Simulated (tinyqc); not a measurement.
# Changing the current density j

Model: electromigration in a confined line: Blech product, Korhonen stress evolution and Black's law. Computed by tinyqc, a small Python program. Command: `OMP_NUM_THREADS=1 python tinyqc.py 3020703 3020704 out.jsonl emigr sweep`. One thread of a shared host (Intel(R) Xeon(R) Processor @ 2.30GHz), about 0.01 s of CPU time with the checks.

The electron wind pushes atoms from the cathode (x = 0) to the anode (x = L); blocking ends build a back stress (tension positive). The input rho is taken not to change with temperature. d sigma/dt = d/dx [kappa (d sigma/dx + G)], with zero flux at both ends and sigma = 0 at t = 0.

Inputs (values chosen for the exercise, close to those used for copper lines):
```
quantity                      value          unit
resistivity rho                3.56  micro-ohm cm
atomic volume Omega            11.8    angstrom^3
effective charge number Z*        1             -
prefactor D0                2.8e-08         m^2/s
activation energy E           0.818            eV
effective modulus B              18           GPa
critical stress sigma_c          73           MPa
line length L                    69            um
test temperature T              220             C
```

Start: stress-free.

Constants: e = 1.602176634e-19 C; k_B = 8.617333262e-05 eV/K; k_B = 1.380649e-23 J/K.

Method:
- G = Z* e rho j/Omega; D = D0 exp(-E/(k_B T)); kappa = D B Omega/(k_B T); drift velocity of an unconfined line v = D Z* e rho j/(k_B T). SI: 1 micro-ohm cm = 1e-8 ohm m, 1 MA/cm^2 = 1e10 A/m^2.
- Temperatures in kelvin are T(C) + 273.15.
- At steady state sigma(x) = G (L/2 - x). A void forms only if the cathode stress reaches sigma_c, that is if j L exceeds (j L)_c = 2 Omega (sigma_c)/(Z* e rho). Time scale tau = L^2/kappa.
- sigma(x, t) = G L [1/2 - x/L - 4 sum_(m odd) cos(m pi x/L) exp(-m^2 pi^2 s)/(m pi)^2], s = t/tau, summed to m = 399.
- Solve sigma(0, t) = sigma_c for s; the semi-infinite estimate is t = (pi/kappa) ((sigma_c)/(2 G))^2.

One run for each value; columns: (1) current density j (MA/cm^2); (2) nucleation time (h); (3) semi-infinite estimate (h); (4) steady cathode stress (MPa); (5) drift velocity (nm/h):
```
(1)           (2)         (3)     (4)     (5)
0.57   4.3922e+01  4.0131e+01    95.1   2.103
0.82   1.9470e+01  1.9391e+01   136.7   3.025
1.20   9.0547e+00  9.0546e+00   200.1   4.427
1.70   4.5116e+00  4.5116e+00   283.5   6.272
2.40   2.2636e+00  2.2636e+00   400.2   8.855
3.40   1.1279e+00  1.1279e+00   567.0  12.544
4.90   5.4305e-01  5.4305e-01   817.1  18.078
7.00   2.6609e-01  2.6609e-01  1167.3  25.826
10.00  1.3039e-01  1.3039e-01  1667.6  36.894
```

Describe and explain the trends.

Over the rows, nucleation time (h) falls from 43.9 to 0.130 (exponent d ln y / d ln x -2.2 between the first rows and -2.0 between the last). At the high end the exponent of nucleation time is -2.00, close to -2: nucleation in a long line: the stress grows as j sqrt(t). The apparent current exponent -d ln t/d ln j is 2.24 in the first rows; values above 2 come from the back stress near the critical product, below which no void forms and no time is defined. Left out: 0.400 (a listed quantity is not defined there).

Caution (all rows): a steady stress above sigma_c is formal, since a void forms first.
